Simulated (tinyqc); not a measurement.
# Heated strip on a layer stack, thermal resistances with spreading, step by step

Computed by the program tinyqc: `OMP_NUM_THREADS=1 python tinyqc.py 2520019 2520020 out.jsonl`, one thread of a shared Intel Xeon 2.30GHz, about 0.01 s for the whole run. Printed values are rounded.

A long strip of width ws dissipates Pw per length on three layers over a heat sink. Heat is taken to spread at 45 degrees, so the width of the flow grows by twice the depth: w1 = ws + 2 t1, w2 = w1 + 2 t2, w3 = w2 + 2 t3 at the bottoms of the layers. This is a rule of thumb, not a solution of the heat equation.

Parameters, values chosen for the exercise; conductivities close to those of gallium nitride (layer 1), silicon (layer 2) and solder (layer 3):
- T0 = 300 K (heat-sink temperature)
- ws = 2.2 um (width of the heated strip)
- Pw = 0.56 W/mm (power per length of the strip)
- t1 = 2.7 um (thickness of layer 1)
- k1 = 153 W/(m K) (conductivity of layer 1)
- Rb = 4.2 m^2 K/GW (boundary resistance between layers 1 and 2)
- t2 = 75 um (thickness of layer 2)
- k2 = 152 W/(m K) (conductivity of layer 2 at 300 K)
- p = 1.5 (exponent in k2(T) = k2 (300 K/T)^p)
- t3 = 30 um (thickness of layer 3)
- k3 = 53.1 W/(m K) (conductivity of layer 3)

## Thermal resistances

Resistances times length: layer i, ln(w_i/w_(i-1))/(2 k_i) with w0 = ws; boundary, Rb/w1.

resistance times length (K mm/W): layer 1 4.051277, boundary 0.5526316, layer 2 9.973395, layer 3 3.037649

The largest part, 56.6 % of the sum, is layer 2.

## Temperatures

From the sink upward: Ta = T0 + Pw R3; across layer 2 the Kirchhoff transform gives Tb^(1-p) = Ta^(1-p) + (1 - p)(300 K)^(-p) Pw R2; Tc = Tb + Pw Rboundary; Tj = Tc + Pw R1. With constant k2, Tj would be T0 + Pw times the sum of the resistances.

temperatures (K): Ta 301.7011, Tb 307.4136, Tc 307.7231, Tj 309.9918
Tj with constant k2 = 309.8644 K

The rise Tj - T0 is 9.99 K, 1.3 % above the value for constant k2.
